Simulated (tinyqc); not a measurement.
Inputs raised by 10 %, one at a time: chemically amplified photoresist: aerial image, acid generation, bake, development and line width. Computed by tinyqc, a small Python program. Command: `OMP_NUM_THREADS=1 python tinyqc.py 3011162 3011163 out.jsonl resist sens`. One thread of a shared host (Intel(R) Xeon(R) Processor @ 2.30GHz), about 0.04 s of CPU time with the checks.

Lines and spaces of pitch p with a two-beam-like image; x = 0 is the middle of the bright space. The resist is positive and treated as uniform in depth.

Inputs (values chosen for the exercise, for a model resist at 248 nm):
```
quantity                                         value     unit
pitch p                                            300       nm
image contrast c                                  0.83        -
mean dose E                                       15.1  mJ/cm^2
Dill parameter C                                 0.021  cm^2/mJ
quencher load q, relative to the acid generator   0.17        -
acid diffusivity D                                 6.4   nm^2/s
bake time t                                         90        s
amplification rate k_amp                         0.099      1/s
threshold protection m_th                         0.43        -
development selectivity n                           20        -
largest rate r_max                                 320     nm/s
smallest rate r_min                              0.039     nm/s
resist thickness d                                 250       nm
development time t_d                                45        s
photon energy                                        5       eV
absorption coefficient alpha                       1.1     1/um
```

Method:
- Dose E(x) = E [1 + c cos(2 pi x/p)]; acid h = 1 - exp(-C E(x)).
- Bake: the acid image is blurred by a Gaussian of variance sigma^2 = 2 D t (each Fourier term k of h, taken on 64 points, is multiplied by exp(-4 pi^2 k^2 D t/p^2)).
- Cosine coefficients: h(x) = sum_k h_k cos(2 pi k x/p).
- The quencher then removes q, h_eff = max(h_blurred - q, 0); protection m = exp(-k_amp t h_eff).
- Mack rate r = r_max (a + 1)(1 - m)^n/(a + (1 - m)^n) + r_min, a = ((n + 1)/(n - 1))(1 - m_th)^n.
- Edge: vertical development clears the film where r t_d >= d; the space width is twice the x where r = d/t_d.
- Dose sensitivity = d ln(width)/d ln E from widths at 1.005 E and E/1.005; image log-slope at the edge = |d ln E/dx|, normalised by the width (NILS); latitude for 10 % of width = 10 %/sensitivity.
- The edge lies at x = width/2.
- Absorbed photons per volume N = E(edge) alpha/(photon energy), 1 mJ/cm^2 = 62.41509 eV/nm^2, alpha in 1/nm; a Gaussian blur averages over a volume V = (2 sqrt(pi) sigma)^3; relative noise 1/sqrt(N V); edge noise sigma_x = (dh/d ln E) noise/|dh/dx|, with both derivatives of the blurred acid at the edge.

Runs; columns: (1) input moved; (2) from; (3) to; (4) space width (nm); (5) edge noise from photons (nm); (6) dose latitude (%); (7) blur factor of the first harmonic:
```
(1)                                                (2)     (3)    (4)     (5)    (6)     (7)
base run                                             -       -  164.5  0.1131  12.93  0.7767
image contrast c                                  0.83   0.913  162.2  0.1011  14.20  0.7767
Dill parameter C (cm^2/mJ)                       0.021  0.0231  176.2  0.1130  14.74  0.7767
quencher load q, relative to the acid generator   0.17   0.187  153.7  0.1143  11.37  0.7767
amplification rate k_amp (1/s)                   0.099  0.1089  168.5  0.1131  13.53  0.7767
bake time t (s)                                     90      99  168.7  0.1080  13.22  0.7574
development time t_d (s)                            45    49.5  164.8  0.1131  12.98  0.7767
threshold protection m_th                         0.43   0.473  169.0  0.1131  13.61  0.7767
```

Exponents ln(y'/y) / ln(x'/x):
```
input                                            space width  edge noise from photons  dose latitude  blur factor of the first harmonic
image contrast c                                      -0.149                   -1.185          0.980                              0.000
Dill parameter C                                       0.723                   -0.017          1.375                              0.000
quencher load q, relative to the acid generator       -0.709                    0.112         -1.351                              0.000
amplification rate k_amp                               0.257                   -0.006          0.477                              0.000
bake time t                                            0.269                   -0.486          0.229                             -0.265
development time t_d                                   0.019                   -0.001          0.036                              0.000
threshold protection m_th                              0.287                   -0.006          0.533                              0.000
```

Among the inputs moved here: space width answers most in size to Dill parameter C (exponent +0.723), and about equally to quencher load q, relative to the acid generator (-0.709). Its exponent +0.019 in development time t_d: the rate changes steeply with position at the edge. Edge noise from photons answers most in size to image contrast c (exponent -1.185), next to bake time t (-0.486). Dose latitude answers most in size to Dill parameter C (exponent +1.375), and about equally to quencher load q, relative to the acid generator (-1.351). Blur factor of the first harmonic answers most in size to bake time t (exponent -0.265); its exponent is below 0.0005 for image contrast c, Dill parameter C, quencher load q, relative to the acid generator, amplification rate k_amp, development time t_d, threshold protection m_th.

Caution (all rows): lateral development, standing waves and the joint diffusion of acid and quencher are left out, so widths are indicative. Caution (all rows): the noise counts photons alone (acid and quencher statistics add to it) and takes the film as thicker than the blur; a thinner film averages in two dimensions only.
